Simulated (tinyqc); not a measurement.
Vacuum evaporation: vapour pressure, source flux, thickness distribution, purity and step coverage: one step, computed by the program tinyqc. Command: `OMP_NUM_THREADS=1 python tinyqc.py 3110732 3110733 out.jsonl evap walk`. One thread of a shared host (Intel(R) Xeon(R) Processor @ 2.30GHz), about 0.01 s of CPU time with the checks.

Molecular flow, unit sticking of the metal, no re-evaporation. The background gas is taken as water vapour (18.015 g/mol, collision diameter 0.37 nm) at 300 K.

Question. Rate and uniformity on a fixed wafer above the source. A small source emits (n + 1) Phi area cos^n(phi)/(2 pi) per solid angle; on a parallel plane at height h and lateral distance l the arrival rate is (n + 1) Phi area/(2 pi h^2) x (1 + (l/h)^2)^(-(n + 3)/2). Growth rate = arrival rate x m/rho, m = M u. The wafer is fixed and centred above the source.

Inputs (values chosen for the exercise, modelled on silver, with constants for the liquid):
```
quantity                     value    unit
molar mass M                107.87   g/mol
film density rho              10.5  g/cm^3
source temperature T          1380       K
source area                    1.4    cm^2
directionality n                 4       -
source-to-wafer distance h      21      cm
wafer radius R                  15      cm
```

flux Phi = 3.430587e+18 1/(cm^2 s)

Constants: u = 1.6605390666e-27 kg.

Give: arrival rate at the centre; growth rate at the centre; edge over centre; non-uniformity (max - min)/(max + min); share of the material that lands on the wafer, 1 - (1 + (R/h)^2)^(-(n + 1)/2).

Answer.

arrival rate at the centre = 8.667e+15 1/(cm^2 s)

growth rate at the centre = 1.478 nm/s

edge over centre = 0.2363

non-uniformity (max - min)/(max + min) = 61.78 %

share of the material that lands on the wafer, 1 - (1 + (R/h)^2)^(-(n + 1)/2) = 64.32 %
